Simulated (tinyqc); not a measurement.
Ion-assisted plasma etching: sheath, surface coverage, synergy and aspect-ratio dependence: one step, computed by the program tinyqc.

Radicals adsorb on bare sites; ions remove covered sites with a high yield and bare sites by sputtering; a slow spontaneous reaction acts everywhere, walls included.

Task: Sheath and ion angles. Debye length lambda_D = sqrt(eps_0 T_e/(e n_s)) with n_s = 0.61 n_e, T_e in volts; Child-law sheath d = (sqrt2/3) lambda_D (2 V/T_e)^(3/4); ion energy E = V + T_e/2; angular spread = arctan(sqrt(T_i/E)).

Inputs (values chosen for the exercise, close to those used for silicon dioxide in a fluorocarbon plasma):
```
quantity,value,unit
plasma density n_e,1.5e+11,1/cm^3
electron temperature T_e,3.2,eV
sheath voltage V,150,V
ion temperature T_i,0.23,eV
```

Feature: round hole.

Constants: eps_0 = 8.8541878128e-12 F/m; e = 1.602176634e-19 C.

Give: Debye length; sheath thickness; ion energy E; angular spread.

Result:

Debye length = 43.963 um

sheath thickness = 624.39 um

ion energy E = 151.6 eV

angular spread = 2.2306 degrees
